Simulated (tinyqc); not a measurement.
# From equivalent oxide thickness back to film thickness t

Model: rigid-ion and shell models of the dielectric response of an ionic crystal. Computed by tinyqc, a small Python program. Command: `OMP_NUM_THREADS=1 python tinyqc.py 3026837 3026838 out.jsonl shell inv`. One thread of a shared host (Intel(R) Xeon(R) Processor @ 2.30GHz), about 0.01 s of CPU time with the checks.

Charges +Z and -Z; 6 nearest neighbours, Madelung constant M = 1.747565, volume per ion pair Omega = 2.000000 d^3. Energy per pair U = -M Z^2 e2/d + 6 A exp(-d/rho), e2 = e^2/(4 pi eps_0). In the shell model the anion is a core of charge Y - Z and a massless shell of charge -Y, joined by the spring k; the repulsion acts on the shell. Each ion feels the Lorentz field E + (4 pi/3) P (Gaussian units).

Inputs (values chosen for the exercise, for a model crystal):

| quantity | value | unit |
|---|---|---|
| nearest-neighbour distance d | 1.97 | angstrom |
| ionic charge Z | 2 | e |
| hardness d/rho | 7.74 | - |
| cation mass | 171 | u |
| anion mass | 19 | u |
| shell charge size Y | 2.3 | e |
| core-shell spring k | 117 | eV/angstrom^2 |
| cation polarisability alpha_+ | 0.25 | angstrom^3 |

Structure: rock salt.

Constants: e^2/(4 pi eps_0) = 14.39964548 eV angstrom; 1 eV/angstrom^3 = 160.2176634 GPa; nu for 1 eV/(angstrom^2 u) = 15.6333042 THz; 1 THz = 33.35640952 1/cm; eps_0 = 8.8541878128e-12 F/m; h x 1 THz = 4.135667696 meV.

Method:
- Zero pressure fixes 6 A exp(-d/rho) = M Z^2 e2 rho/d^2. Then U = -(M Z^2 e2/d)(1 - rho/d), B = M Z^2 e2 (d/rho - 2)/(9 Omega d), and the spring of one sublattice against the other is R = (1/3) x (Laplacian of the repulsion summed over neighbours) = M Z^2 e2 (d/rho - 2)/(3 d^3), so R = 3 B Omega/d^2.
- Eliminating the shell gives the anion polarisability alpha_- = Y^2 e2/(k + R), the Szigeti charge Z_S = Z - Y R/(k + R) and the softened spring R' = k R/(k + R). With b = 4 pi (alpha_+ + alpha_-)/(3 Omega): eps_inf = (1 + 2b)/(1 - b) (Clausius-Mossotti); Born charge Z* = Z_S (eps_inf + 2)/3.
- mu lambda_TO = R' - (4 pi e2/(3 Omega)) Z_S^2/(1 - b); mu lambda_LO = mu lambda_TO + 4 pi e2 Z*^2/(eps_inf Omega); eps_s = eps_inf lambda_LO/lambda_TO.
- lambda in eV/(angstrom^2 u) gives the wavenumber 15.6333042 x 33.35640952 x sqrt(lambda); mu is the reduced mass.
- Capacitance per area eps_0 eps_s/t; equivalent oxide thickness EOT = t x 3.9/eps_s; the surface optical mode against silicon (eps = 11.7) lies at omega_TO sqrt[(eps_s + 11.7)/(eps_inf + 11.7)], and its squared coupling to channel electrons scales as g = hbar omega_SO [1/(11.7 + eps_inf) - 1/(11.7 + eps_s)], with hbar omega = h c x wavenumber.

Question. A run gave the result below. Find the film thickness t, known to lie between 11 and 23 nm.

equivalent oxide thickness = 8.650454 nm

Answer.

Each step takes the trial c = (a f_b - b f_a)/(f_b - f_a), f being the result less the target and a, b, c the logarithms of the listed values; c replaces end b, the old b replaces a if the sign of f changed, and otherwise f_a is halved.

Scan of the range:

| film thickness t (nm) | equivalent oxide thickness (nm) |
|---|---|
| 11.0 | 5.4096 |
| 12.4 | 6.0981 |
| 14.1 | 6.9341 |
| 15.9 | 7.8193 |
| 18.0 | 8.8521 |
| 20.3 | 9.9832 |
| 23.0 | 11.3110 |

False position (Illinois rule, in the logarithm of the input) inside the bracket:

| step | end a | end b | trial | equivalent oxide thickness (nm) |
|---|---|---|---|---|
| 1 | 15.9000 | 18.0000 | 17.5693 | 8.64026 |
| 2 | 18.0000 | 17.5693 | 17.5898 | 8.65034 |
| 3 | 18.0000 | 17.5898 | 17.5902 | 8.65057 |
| 4 | 17.5898 | 17.5902 | 17.5900 | 8.65045 |

Equivalent oxide thickness rises at every point of a 13-point scan of the range (every second point is shown), so one value fits; it is bracketed by 15.9 and 18.0. The scan shows a pure power law with exponent 1.000, so scaling from any one row also gives the answer directly. Answer: film thickness t = 17.59 nm.
